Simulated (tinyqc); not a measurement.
Where the gap correction goes: band offset from the macroscopic average of a supercell potential.

dEv = Ev(A) - Ev(B) = Ev1 - (dV + Ev2); dEc = Ec(B) - Ec(A) = Eg2 - Eg1 - dEv. The correction of a gap, c = Eg[1] - Eg[0], lowers the valence top by fv c and leaves dV, a ground-state quantity, as it is. Type I: dEv and dEc of one sign; II: opposite signs; III: no overlap of the gaps.

Values chosen for the exercise (gaps near those of Si and GaP; the results hold for these values, not for the real material):
- Ev1 = 7.47 eV (valence top of bulk A above its mean potential)
- Eg1 = (0.61, 1.22) eV (gap of A: semi-local value, corrected value)
- Ev2 = 10.8 eV (valence top of bulk B above its mean potential)
- Eg2 = (1.62, 2.29) eV (gap of B: semi-local value, corrected value)

dV = B - A = -4.3500 eV

fv1 and fv2 are varied.

Offsets (eV):

| fv1 | fv2 | dEv | dEc |
|---|---|---|---|
| 0.0 | 0.0 | 1.020 | 0.050 |
| 0.5 | 0.5 | 1.050 | 0.020 |
| 1.0 | 1.0 | 1.080 | -0.010 |
| 0.0 | 1.0 | 1.690 | -0.620 |
| 1.0 | 0.0 | 0.410 | 0.660 |
| 0.3 | 0.7 | 1.306 | -0.236 |

What does the comparison show?

dEv + dEc = 1.070 eV in every row, but dEv alone spans 1.28 eV, the sum of the two corrections. A scissor on the conduction bands alone (first row) keeps the semi-local dEv; with equal shares fv the shift is fv times the difference of the corrections, +0.06 eV, against their sum of 1.28 eV: most of the error cancels if the shares are alike.

Program tinyqc; command `OMP_NUM_THREADS=1 python tinyqc.py 1880597 1880598 out.jsonl`; about 0.01 s on one thread of a shared Intel(R) Xeon(R) Processor @ 2.30GHz.
